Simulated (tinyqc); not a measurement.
Worked calculation: plane-wave Kohn-Sham cycle with exchange-only LDA in a layered model solid. One step of it, computed by the program tinyqc.

Task: Iteration 1: potential. V_H(G) = 4 pi rho(G)/G^2 for G != 0 (uniform background); v_x = -(3 rho/pi)^(1/3); V = V_ext + V_H + v_x; Fourier components f(G_m) = (1/N) sum_j f(x_j) exp(-i G_m x_j).

A solid whose potential varies along x alone (atomic units):
```
parameter                      value
period a                   13.500000
cross-section of the cell  23.000000
electrons per cell                 2
grid points                       16
plane waves -n..n, n               2
k points                           3
V1 in V1 cos(2 pi x/a)     -0.720000
```

density at the start, on the grid x_j = j a/N (e/bohr^3): [0.00644122, 0.00644122, 0.00644122, 0.00644122, 0.00644122, 0.00644122, 0.00644122, 0.00644122, 0.00644122, 0.00644122, 0.00644122, 0.00644122, 0.00644122, 0.00644122, 0.00644122, 0.00644122]

Give: Potentials on the grid; V(G_m), m = 0, 1, 2, ....

Result:

Potentials on the grid (hartree):
```
x        V_ext    V_H     v_x       V
0.000   -0.720  0.000  -0.183  -0.903
0.844   -0.665  0.000  -0.183  -0.848
1.688   -0.509  0.000  -0.183  -0.692
2.531   -0.276  0.000  -0.183  -0.459
3.375        0  0.000  -0.183  -0.183
4.219    0.276  0.000  -0.183   0.092
5.062    0.509  0.000  -0.183   0.326
5.906    0.665  0.000  -0.183   0.482
6.750    0.720  0.000  -0.183   0.537
7.594    0.665  0.000  -0.183   0.482
8.438    0.509  0.000  -0.183   0.326
9.281    0.276  0.000  -0.183   0.092
10.125       0  0.000  -0.183  -0.183
10.969  -0.276  0.000  -0.183  -0.459
11.812  -0.509  0.000  -0.183  -0.692
12.656  -0.665  0.000  -0.183  -0.848
```

V(G_m), m = 0, 1, 2, ... (hartree): [-0.183, -0.360, 0.000, 0.000, 0.000]
